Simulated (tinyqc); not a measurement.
From results back to parameters: k.p values derived from sp3s* tight binding at Gamma. Three cases, with inputs chosen for the exercise.

Problem. The electron mass obeys m0/m = A + Ep/EG, where A gathers the direct term and the higher bands, and Ep = P^2/c with c = hbar^2/2m0, P = (a/4)(sa pc Vsapc + sc pa Vscpa). The mass comes from a hidden Vscpa (s cation, p anion); sa, sc are the anion and cation parts of S+, the upper s level at Gamma, and pa, pc those of P-, the lower p level (P+ is the upper one).

Constants: hbar^2/2m0 = 3.80998211 eV angstrom^2.

Case 1.

Values chosen (out of a larger set: near a published set for InAs, fitted to gaps, whose masses and valley positions are rough; not measured data): a = 6.058 angstrom (lattice constant); Vsapc = 3.061 eV (s anion, p cation).

m = 0.0287946 m0
A = -1.51779
EG = 0.407681 eV

sa, sc, pa, pc: 0.490003  -0.871720  0.894833  -0.446401

Case 2.

Values chosen (out of a larger set: near a published set for SiC, fitted to gaps, whose masses and valley positions are rough; not measured data): a = 4.36 angstrom (lattice constant); Vsapc = 9.516 eV (s anion, p cation).

m = 0.4958829 m0
A = -2.56894
EG = 5.865801 eV

sa, sc, pa, pc: 0.654045  -0.756456  0.821079  -0.570814

Case 3.

Values chosen (out of a larger set: near a published set for AlAs, fitted to gaps, whose masses and valley positions are rough; not measured data): a = 5.664 angstrom (lattice constant); Vsapc = 5.131 eV (s anion, p cation).

m = 0.2873320 m0
A = -1.59257
EG = 3.007369 eV

sa, sc, pa, pc: 0.532008  -0.846739  0.886405  -0.462911

Find: Ep; Vscpa.

Solution. Ep = (m0/m - A) EG gives |P|; both terms of P have the sign of sc pa, and the linear relation gives Vscpa. A is held fixed, though its part from P+ also depends on Vscpa.

Case 1.

Ep = 14.78 eV
Vscpa = 5.49 eV

Case 2.

Ep = 26.90 eV
Vscpa = 9.23 eV

Case 3.

Ep = 15.26 eV
Vscpa = 5.49 eV

Computed by tinyqc, one run a case: `OMP_NUM_THREADS=1 python tinyqc.py N N+1 out.jsonl` with N = 1481262, 1481285, 1481292; one thread of a shared Intel(R) Xeon(R) Processor @ 2.30GHz, about 0.01 s a run at most.
